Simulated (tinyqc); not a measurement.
# MOSFET in saturation, small-signal circuit and noise: effects of single changes

Bias by the inversion coefficient IC = I/Ispec (charge-based model with velocity saturation; weak inversion below 0.1, strong above 10). Common-source circuit: gm, gds, Cgs, Cgd and Cj at the inner nodes, Rg in series with the gate; quasi-static, no source or drain resistance, no gate-body capacitance, no substrate network, no induced gate noise, so fmax is an upper estimate.

Values chosen for this exercise: temperature T = 400 K; gate length L = 180 nm; total gate width W = 40 um; gate capacitance Cox = 2.33 uF/cm^2; mobility mu = 300 cm^2/(V s); slope factor n = 1.42; velocity-saturation length Ls = 25 nm; ratio gds/gm sg = 0.014; overlap and fringe capacitance per side Cov = 0.23 fF/um; drain junction capacitance Cj = 0.69 fF/um; sheet resistance of the gate Rsh = 20 ohm; finger width Wf = 1 um; gate contact and vertical resistance Rc = 200 ohm um; inversion coefficient IC = 38; short-channel excess of the noise factor gw = 0.1; oxide trap density Nt = 1.5e17 cm^-3 eV^-1; tunnelling length into the oxide lt = 0.1 nm; Coulomb scattering coefficient ac = 1000 V s/C.

Constants: q = 1.602176634e-19 C, kB = 1.380649e-23 J/K, Vt = kB T/q. Results are converted to the units shown.

Each table varies one quantity; the others keep the values above.

## Integrated noise against bandwidth

Ispec = 2 n mu Cox (W/L) Vt^2, lc = Ls/L, gms = [sqrt((lc IC + 1)^2 + 4 IC) - 1]/[2 + lc (lc IC + 1)], gm = gms Ispec/(n Vt), gds = sg gm. qs = [sqrt(1 + 4 IC) - 1]/2, Cgs = Cox W L qs (2 qs + 3)/(3 (qs + 1)^2) + Cov W, Cgd = Cov W, Cd = Cj W, Rg = Rsh (Wf/L)/(12 Nf) + Rc/W with Nf = W/Wf fingers (not rounded) contacted at both ends. Channel noise Sid = 4 kB T gam n gm with gam = (1/2 + (2/3) qs)/(1 + qs) + gw lc IC, qs = [sqrt(1 + 4 IC) - 1]/2, lc = Ls/L (the last term an empirical rise with velocity saturation); at the gate, white noise Sw = Sid/gm^2 + 4 kB T Rg. Number fluctuation with correlated mobility: S(f) = K/f, K = q^2 Vt lt Nt/(W L Cox^2) (1 + ac mu Cox I/gm)^2, Vt in eV with Nt per eV. Corner fc = K/Sw. Mean square from f1 = 1 Hz to B: Sw (B - f1) + K ln(B/f1).

Integrated noise against bandwidth:
```
B (Hz),spot noise at B (nV/Hz^0.5),white part (uV rms),1/f part (uV rms),total (uV rms)
1000,75.23,0.02969,6.252,6.252
10000,23.81,0.09392,7.219,7.220
1e5,7.581,0.2970,8.071,8.077
1e6,2.557,0.9392,8.842,8.891
1e7,1.203,2.970,9.550,10.00
1e8,0.9689,9.392,10.21,13.87
1e9,0.9422,29.70,10.83,31.61
```

What does the comparison show?

The 1/f part adds the same power, K ln 10, in each decade and grows only from 6.25 to 10.8 uV; the white part grows as sqrt(B). It overtakes the 1/f part by B = 1e9 Hz among the rows, above the corner fc = 6.41e6 Hz of the spot noise.

## Effect of the total gate width on speed and noise

Same model as above.

fT = gm/(2 pi (Cgs + Cgd)), fmax = fT/(2 sqrt(Rg (gds + 2 pi fT Cgd))). Corner fc = K/Sw. IC is held fixed.

The same in every row: fT (GHz) = 63.15; fmax (GHz) = 210.0; fc (MHz) = 6.415.

Results:
```
W (um),I (uA),Rg (ohm),sqrt(Sw) (nV/Hz^0.5)
2,995.9,104.6,4.200
4.3,2141,48.66,2.865
9.3,4631,22.50,1.948
43,2.141e4,4.866,0.9059
93,4.631e4,2.250,0.6160
200,9.959e4,1.046,0.4200
```

Estimate the missing row, W = 20 um.

Computed row:
```
W (um),I (uA),Rg (ohm),sqrt(Sw) (nV/Hz^0.5)
20,9959,10.46,1.328
```

With this row back in the table: As W goes from 2 to 200 um, fT stays at 63.1 GHz, fmax stays at 210 GHz, the white noise falls from 4.20 to 0.420 nV/Hz^0.5 and the corner stays at 6.41 MHz. Current, gm and capacitances scale with W and Rg with 1/W, so the frequencies stay while both noise powers fall as 1/W.

tinyqc, about 0.01 s, one thread, Intel Xeon 2.30GHz (shared host): `OMP_NUM_THREADS=1 python tinyqc.py 2150059 2150060 out.jsonl`
